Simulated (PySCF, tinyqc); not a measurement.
Coupled-perturbed Hartree-Fock on RHF in the sto-3g basis, for BeH+, spin multiplicity 1, step by step. The lowest restricted solution is unstable here: a spin-polarised one lies 0.0021 hartree lower (PySCF). Computed by tinyqc, a small Python program that keeps every step (integrals from PySCF). Settings: charge = 1, multiplicity = 1, basis = sto-3g, method = RHF, energy threshold = 1e-10, iteration cap = 71, orthogonalisation = symmetric, start = core, DIIS depth = 6. Command: `OMP_NUM_THREADS=1 python tinyqc.py 26547 26548 out.jsonl` (the two numbers bound the seeds that draw the settings). One thread of a shared host (Intel(R) Xeon(R) Processor @ 2.60GHz), about 0.2 s of CPU time with the checks. The early iterations of the SCF are left out here.

## One-electron integrals

Geometry (angstrom):
```
atom         x         y         z
Be    0.000000  0.000000  0.000000
H     0.000000  0.000000  1.742000
```

Basis sto-3g: exponents (1/bohr^2) and contraction coefficients of normalised primitives:
```
element  l (shell)   exponent  coefficient
Be           s (1)  30.167871     0.154329
Be           s (1)   5.495115     0.535328
Be           s (1)   1.487193     0.444635
Be           s (2)   1.314833    -0.099967
Be           s (2)   0.305539     0.399513
Be           s (2)   0.099371     0.700115
Be           p (3)   1.314833     0.155916
Be           p (3)   0.305539     0.607684
Be           p (3)   0.099371     0.391957
H            s (1)   3.425251     0.154329
H            s (1)   0.623914     0.535328
H            s (1)   0.168855     0.444635
```

Overlap, kinetic and nuclear-attraction integrals over the contracted functions; the nuclear repulsion is the sum of Za Zb / Rab.

nuclear repulsion = 1.21510267 hartree

overlap S, order 1Be 1s, 1Be 2s, 1Be 2px, 1Be 2py, 1Be 2pz, 2H 1s:
```
[[1.000000, 0.259517, 0.000000, 0.000000, 0.000000, 0.028736],
 [0.259517, 1.000000, 0.000000, 0.000000, 0.000000, 0.310400],
 [0.000000, 0.000000, 1.000000, 0.000000, 0.000000, 0.000000],
 [0.000000, 0.000000, 0.000000, 1.000000, 0.000000, 0.000000],
 [0.000000, 0.000000, 0.000000, 0.000000, 1.000000, 0.395903],
 [0.028736, 0.310400, 0.000000, 0.000000, 0.395903, 1.000000]]
```

kinetic energy T (hartree), order 1Be 1s, 1Be 2s, 1Be 2px, 1Be 2py, 1Be 2pz, 2H 1s:
```
[[6.693975, -0.033012, 0.000000, 0.000000, 0.000000, -0.008369],
 [-0.033012, 0.211111, 0.000000, 0.000000, 0.000000, 0.022093],
 [0.000000, 0.000000, 0.660592, 0.000000, 0.000000, 0.000000],
 [0.000000, 0.000000, 0.000000, 0.660592, 0.000000, 0.000000],
 [0.000000, 0.000000, 0.000000, 0.000000, 0.660592, 0.084439],
 [-0.008369, 0.022093, 0.000000, 0.000000, 0.084439, 0.760032]]
```

nuclear attraction V (hartree), order 1Be 1s, 1Be 2s, 1Be 2px, 1Be 2py, 1Be 2pz, 2H 1s:
```
[[-14.864868, -1.978081, 0.000000, 0.000000, -0.010651, -0.218427],
 [-1.978081, -2.610966, 0.000000, 0.000000, -0.104756, -0.736229],
 [0.000000, 0.000000, -2.567436, 0.000000, 0.000000, 0.000000],
 [0.000000, 0.000000, 0.000000, -2.567436, 0.000000, 0.000000],
 [-0.010651, -0.104756, 0.000000, 0.000000, -2.642064, -0.917338],
 [-0.218427, -0.736229, 0.000000, 0.000000, -0.917338, -2.440063]]
```

core Hamiltonian H = T + V (hartree), order 1Be 1s, 1Be 2s, 1Be 2px, 1Be 2py, 1Be 2pz, 2H 1s:
```
[[-8.170893, -2.011093, 0.000000, 0.000000, -0.010651, -0.226796],
 [-2.011093, -2.399855, 0.000000, 0.000000, -0.104756, -0.714135],
 [0.000000, 0.000000, -1.906844, 0.000000, 0.000000, 0.000000],
 [0.000000, 0.000000, 0.000000, -1.906844, 0.000000, 0.000000],
 [-0.010651, -0.104756, 0.000000, 0.000000, -1.981472, -0.832899],
 [-0.226796, -0.714135, 0.000000, 0.000000, -0.832899, -1.680031]]
```

## Two-electron integrals

Functions are numbered as in S; the eight-fold symmetry (ij|kl) = (ji|kl) = (kl|ij) leaves the list below.

Two-electron integrals (ij|kl) in chemists' order, unique and non-zero (hartree):
```
(11|11) 2.298831   (21|11) 0.392036   (21|21) 0.079539   (22|11) 0.570988
(22|21) 0.143041   (22|22) 0.417683   (31|31) 0.014607   (32|31) 0.021888
(32|32) 0.092265   (33|11) 0.569578   (33|21) 0.143083   (33|22) 0.417589
(33|33) 0.449859   (41|41) 0.014607   (42|41) 0.021888   (42|42) 0.092265
(43|43) 0.024249   (44|11) 0.569578   (44|21) 0.143083   (44|22) 0.417589
(44|33) 0.401360   (44|44) 0.449859   (51|51) 0.014607   (52|51) 0.021888
(52|52) 0.092265   (53|53) 0.024249   (54|54) 0.024249   (55|11) 0.569578
(55|21) 0.143083   (55|22) 0.417589   (55|33) 0.401360   (55|44) 0.401360
(55|55) 0.449859   (61|11) 0.042828   (61|21) 0.008684   (61|22) 0.015760
(61|33) 0.015658   (61|44) 0.015658   (61|51) 0.000772   (61|52) 0.001460
(61|55) 0.015972   (61|61) 0.000994   (62|11) 0.130646   (62|21) 0.033351
(62|22) 0.109856   (62|33) 0.105396   (62|44) 0.105396   (62|51) 0.004291
(62|52) 0.028896   (62|55) 0.118671   (62|61) 0.004030   (62|62) 0.047884
(63|31) 0.002677   (63|32) 0.013389   (63|53) 0.004686   (63|63) 0.003734
(64|41) 0.002677   (64|42) 0.013389   (64|54) 0.004686   (64|64) 0.003734
(65|11) 0.151073   (65|21) 0.038957   (65|22) 0.134005   (65|33) 0.126208
(65|44) 0.126208   (65|51) 0.006804   (65|52) 0.044387   (65|55) 0.149457
(65|61) 0.004861   (65|62) 0.065572   (65|65) 0.091628   (66|11) 0.303265
(66|21) 0.078625   (66|22) 0.291347   (66|33) 0.271513   (66|44) 0.271513
(66|51) 0.010426   (66|52) 0.094566   (66|55) 0.330657   (66|61) 0.009603
(66|62) 0.169870   (66|65) 0.244303   (66|66) 0.774606
```

## Orthogonalisation

S = U s U^T; symmetric (Loewdin) form X = U s^(-1/2) U^T, so that X^T S X = 1.

eigenvalues of S: [0.476673, 0.797484, 1.000000, 1.000000, 1.183734, 1.542109]

X, order 1Be 1s, 1Be 2s, 1Be 2px, 1Be 2py, 1Be 2pz, 2H 1s:
```
[[1.027495, -0.141785, 0.000000, 0.000000, -0.007695, 0.021303],
 [-0.141785, 1.074166, 0.000000, 0.000000, 0.058814, -0.191373],
 [0.000000, 0.000000, 1.000000, 0.000000, 0.000000, 0.000000],
 [0.000000, 0.000000, 0.000000, 1.000000, 0.000000, 0.000000],
 [-0.007695, 0.058814, 0.000000, 0.000000, 1.072690, -0.237654],
 [0.021303, -0.191373, 0.000000, 0.000000, -0.237654, 1.118243]]
```

## Iteration 8 (converged): orbitals

converged F (hartree), order 1Be 1s, 1Be 2s, 1Be 2px, 1Be 2py, 1Be 2pz, 2H 1s:
```
[[-4.994039, -1.402957, 0.000000, 0.000000, 0.016767, -0.157617],
 [-1.402957, -0.849607, 0.000000, 0.000000, -0.103253, -0.396686],
 [0.000000, 0.000000, -0.127074, 0.000000, 0.000000, 0.000000],
 [0.000000, 0.000000, 0.000000, -0.127074, 0.000000, 0.000000],
 [0.016767, -0.103253, 0.000000, 0.000000, -0.244795, -0.342113],
 [-0.157617, -0.396686, 0.000000, 0.000000, -0.342113, -0.426806]]
```

Diagonalise F' = X^T F X, C = X C', fill 2 alpha and 2 beta electrons from the bottom; D = 2 C_occ C_occ^T. Each column has its largest component positive (the first on a tie).

F' = X^T F X (hartree):
```
[[-4.885830, -0.704411, 0.000000, 0.000000, 0.014879, 0.017413],
 [-0.704411, -0.520922, 0.000000, 0.000000, -0.017372, -0.261017],
 [0.000000, 0.000000, -0.127074, 0.000000, 0.000000, 0.000000],
 [0.000000, 0.000000, 0.000000, -0.127074, 0.000000, 0.000000],
 [0.014879, -0.017372, 0.000000, 0.000000, -0.136111, -0.266231],
 [0.017413, -0.261017, 0.000000, 0.000000, -0.266231, -0.234928]]
```

orbital energies (hartree): [-4.996831, -0.661474, -0.253990, -0.127074, -0.127074, 0.134505]

coefficients C, order 1Be 1s, 1Be 2s, 1Be 2px, 1Be 2py, 1Be 2pz, 2H 1s:
```
[[0.992984, -0.197642, -0.199608, 0.000000, 0.000000, 0.106947],
 [0.026176, 0.643016, 0.739828, 0.000000, 0.000000, -0.502511],
 [0.000000, 0.000000, 0.000000, 0.045376, 0.998970, 0.000000],
 [0.000000, 0.000000, 0.000000, 0.998970, -0.045376, 0.000000],
 [-0.001948, 0.263103, -0.596858, 0.000000, 0.000000, -0.886112],
 [-0.002867, 0.497572, -0.352814, 0.000000, 0.000000, 0.985881]]
```

D after iteration 8, order 1Be 1s, 1Be 2s, 1Be 2px, 1Be 2py, 1Be 2pz, 2H 1s:
```
[[2.050161, -0.202191, 0.000000, 0.000000, -0.107869, -0.202376],
 [-0.202191, 0.828310, 0.000000, 0.000000, 0.338256, 0.639744],
 [0.000000, 0.000000, 0.000000, 0.000000, 0.000000, 0.000000],
 [0.000000, 0.000000, 0.000000, 0.000000, 0.000000, 0.000000],
 [-0.107869, 0.338256, 0.000000, 0.000000, 0.138453, 0.261836],
 [-0.202376, 0.639744, 0.000000, 0.000000, 0.261836, 0.495173]]
```

Within a degenerate level the vectors are fixed only up to a rotation; this is one choice.

## Convergence

Stop when the energy changes by less than 1e-10 hartree and every element of the error matrix X^T (F D S - S D F) X is below 3e-06.

Course of the cycle:
```
iteration   E (hartree)     change  largest element of the error matrix
1          -14.38688954          -                             3.02e-01
2          -14.61650012  -2.30e-01                             5.91e-02
3          -14.62203731  -5.54e-03                             1.28e-02
4          -14.62268813  -6.51e-04                             4.70e-03
5          -14.62277109  -8.30e-05                             1.56e-04
6          -14.62277118  -9.46e-08                             3.65e-05
7          -14.62277119  -5.81e-09                             3.01e-07
8          -14.62277119  -2.93e-13                             3.73e-08
```

PySCF RHF in the same basis = -14.62277119 hartree

Converged in 8 iterations.

## Integrals over molecular orbitals

(pq|rs) = sum C_ip C_jq C_kr C_ls (ij|kl), one index at a time.

one-electron integrals over orbitals h = C^T H C (hartree):
```
[[-8.161415, 0.170804, 0.195677, 0.000000, 0.000000, -0.067179],
 [0.170804, -2.018153, -0.056108, 0.000000, 0.000000, 0.228468],
 [0.195677, -0.056108, -1.880072, 0.000000, 0.000000, -0.086354],
 [0.000000, 0.000000, 0.000000, -1.906844, 0.000000, 0.000000],
 [0.000000, 0.000000, 0.000000, 0.000000, -1.906844, 0.000000],
 [-0.067179, 0.228468, -0.086354, 0.000000, 0.000000, -1.648334]]
```

Two-electron integrals over orbitals (pq|rs), unique and non-zero (hartree):
```
(11|11) 2.275669    (21|11) -0.170236   (21|21) 0.021298    (22|11) 0.455107
(22|21) -0.000568   (22|22) 0.467763    (31|11) -0.172326   (31|21) 0.017460
(31|22) -0.014490   (31|31) 0.026465    (32|11) 0.070123    (32|21) -0.005630
(32|22) -0.066678   (32|31) 0.001969    (32|32) 0.057334    (33|11) 0.530101
(33|21) -0.011191   (33|22) 0.324839    (33|31) 0.002775    (33|32) 0.033440
(33|33) 0.434496    (41|41) 0.015586    (42|41) 0.013997    (42|42) 0.045027
(43|41) 0.013812    (43|42) 0.033981    (43|43) 0.049082    (44|11) 0.569239
(44|21) -0.006022   (44|22) 0.350953    (44|31) -0.006072   (44|32) 0.036376
(44|33) 0.386115    (44|44) 0.449859    (51|51) 0.015586    (52|51) 0.013997
(52|52) 0.045027    (53|51) 0.013812    (53|52) 0.033981    (53|53) 0.049082
(54|54) 0.024249    (55|11) 0.569239    (55|21) -0.006022   (55|22) 0.350953
(55|31) -0.006072   (55|32) 0.036376    (55|33) 0.386115    (55|44) 0.401360
(55|55) 0.449859    (61|11) 0.087117    (61|21) -0.014210   (61|22) -0.009220
(61|31) -0.002637   (61|32) 0.007825    (61|33) 0.015388    (61|44) 0.002198
(61|55) 0.002198    (61|61) 0.016211    (62|11) -0.134296   (62|21) 0.001497
(62|22) 0.025914    (62|31) 0.008299    (62|32) -0.054220   (62|33) -0.013888
(62|44) -0.067969   (62|55) -0.067969   (62|61) 0.004398    (62|62) 0.119220
(63|11) 0.071506    (63|21) -0.003260   (63|22) -0.056757   (63|31) 0.005087
(63|32) 0.052777    (63|33) 0.053174    (63|44) 0.033177    (63|55) 0.033177
(63|61) 0.007444    (63|62) -0.059027   (63|63) 0.069367    (64|41) -0.007504
(64|42) -0.026354   (64|43) -0.008941   (64|64) 0.022895    (65|51) -0.007504
(65|52) -0.026354   (65|53) -0.008941   (65|65) 0.022895    (66|11) 0.485592
(66|21) -0.001635   (66|22) 0.473543    (66|31) -0.013234   (66|32) -0.070457
(66|33) 0.352229    (66|44) 0.353992    (66|55) 0.353992    (66|61) -0.007336
(66|62) 0.054211    (66|63) -0.060628   (66|66) 0.512014
```

## Response to a field: uncoupled start

dipole integrals <a|z|i> (bohr), order a3, a4, a5, a6:
```
[[-0.094713, -1.118453],
 [0.000000, 0.000000],
 [0.000000, 0.000000],
 [-0.111033, 0.828846]]
```

Field along z; U_ai = -mu_ai / (e_a - e_i), alpha = -4 sum U_ai mu_ai.

uncoupled U, order a3, a4, a5, a6:
```
[[0.019970, 2.744778],
 [0.000000, 0.000000],
 [0.000000, 0.000000],
 [0.021638, -1.041290]]
```

uncoupled polarisability = 15.749073 bohr^3

## Coupled step 1

U_ai = -(mu_ai + sum_bj [4 (ai|bj) - (ab|ij) - (aj|bi)] U_bj) / (e_a - e_i); alpha = -4 sum U_ai mu_ai.

U after step 1, order a3, a4, a5, a6:
```
[[0.018621, 3.501417],
 [0.000000, 0.000000],
 [0.000000, 0.000000],
 [0.012753, -0.828824]]
```

polarisability = 18.425271 bohr^3

## Coupled step 2

As before.

U after step 2, order a3, a4, a5, a6:
```
[[0.014334, 3.841061],
 [0.000000, 0.000000],
 [0.000000, 0.000000],
 [0.007490, -0.697010]]
```

polarisability = 19.503797 bohr^3

## Coupled polarisability

Repeat until U stops changing; compare with -d2E/dF2.

Course of the coupled iterations:
```
step  alpha (bohr^3)
0          15.749073
1          18.425271
2          19.503797
3          20.012908
4          20.257171
5          20.374560
6          20.430987
7          20.458111
8          20.471149
9          20.477417
10         20.480430
11         20.481878
...              ...
15         20.483147
16         20.483184
17         20.483202
18         20.483211
19         20.483215
20         20.483217
21         20.483218
22         20.483218
23         20.483218
24         20.483219
25         20.483219
26         20.483219
```

coupled polarisability = 20.483219 bohr^3

finite-field check, fields of +/-0.001 au = 20.483489 bohr^3
